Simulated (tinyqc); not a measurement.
Two-step dopant diffusion (predeposition and drive-in) with a constant diffusivity: one step, computed by the program tinyqc. Command: `OMP_NUM_THREADS=1 python tinyqc.py 3029742 3029743 out.jsonl dopdiff walk`. One thread of a shared host (Intel(R) Xeon(R) Processor @ 2.30GHz), about 0.08 s of CPU time with the checks.

Fick diffusion into a half space x > 0 whose background doping C_B is of the opposite type, so that a junction lies where C = C_B.

Question. Thermal budget with ramps. D = D0 exp(-E/(k_B T)). Temperatures in kelvin are T(C) + 273.15. One ramp between the stand-by temperature and T2 adds int D dT / rate (40-point Gauss-Legendre); the usual estimate counts it as an extra time k_B T2^2/(E rate) at T2. (Dt)2 = D2 t2 + two ramps, times in seconds.

Inputs (values chosen for the exercise, modelled on arsenic in silicon): prefactor D0 = 9.98 cm^2/s; activation energy E = 4.02 eV; predeposition temperature T1 = 975 C; drive-in temperature T2 = 1150 C; drive-in time t2 = 480 min; ramp rate = 10 C/min; stand-by temperature = 700 C.

Furnace ramps of the drive-in: linear ramps.

D2 = 5.796546e-14 cm^2/s

Constants: k_B = 8.617333262e-05 eV/K.

Give: budget of one ramp; estimated extra time of one ramp; drive-in budget (Dt)2.

Answer.

budget of one ramp = 1.4254e-11 cm^2

estimated extra time of one ramp = 4.3416 min

drive-in budget (Dt)2 = 1.6979e-09 cm^2

The integral equals 4.10 min at T2, against the estimate 4.34 min; both ramps make 1.7 % of the budget.
